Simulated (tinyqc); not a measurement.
Inside a calculation. Method: CCSD on RHF in the sto-6g basis, for H4, spin multiplicity 1. One step of it, computed by the program tinyqc.

Problem. Iteration 3 (converged): orbitals. Diagonalise F' = X^T F X, C = X C', fill 2 alpha and 2 beta electrons from the bottom; D = 2 C_occ C_occ^T. Each column has its largest component positive (the first on a tie).

converged F (hartree), lower triangle:
```
,1H 1s,2H 1s,3H 1s,4H 1s
1H 1s,-0.410419
2H 1s,-0.632268,-0.410419
3H 1s,-0.281365,-0.267488,-0.410419
4H 1s,-0.267488,-0.281365,-0.632268,-0.410419
```

X, lower triangle:
```
,1H 1s,2H 1s,3H 1s,4H 1s
1H 1s,1.292442
2H 1s,-0.483719,1.292442
3H 1s,-0.166234,0.027198,1.292442
4H 1s,0.027198,-0.166234,-0.483719,1.292442
```

Give: F' = X^T F X; orbital energies; coefficients C; D after iteration 3.

Solution.

F' = X^T F X (hartree), lower triangle:
```
,1,2,3,4
1,0.070
2,-0.648,0.070
3,-0.166,0.031,0.070
4,0.031,-0.166,-0.648,0.070
```

orbital energies (hartree): MO1 -0.714, MO2 -0.444, MO3 0.521, MO4 0.914

coefficients C:
```
,MO1,MO2,MO3,MO4
1H 1s,0.335,0.474,0.791,0.985
2H 1s,0.335,0.474,-0.791,-0.985
3H 1s,0.335,-0.474,0.791,-0.985
4H 1s,0.335,-0.474,-0.791,0.985
```

D after iteration 3, lower triangle:
```
,1H 1s,2H 1s,3H 1s,4H 1s
1H 1s,0.673
2H 1s,0.673,0.673
3H 1s,-0.225,-0.225,0.673
4H 1s,-0.225,-0.225,0.673,0.673
```
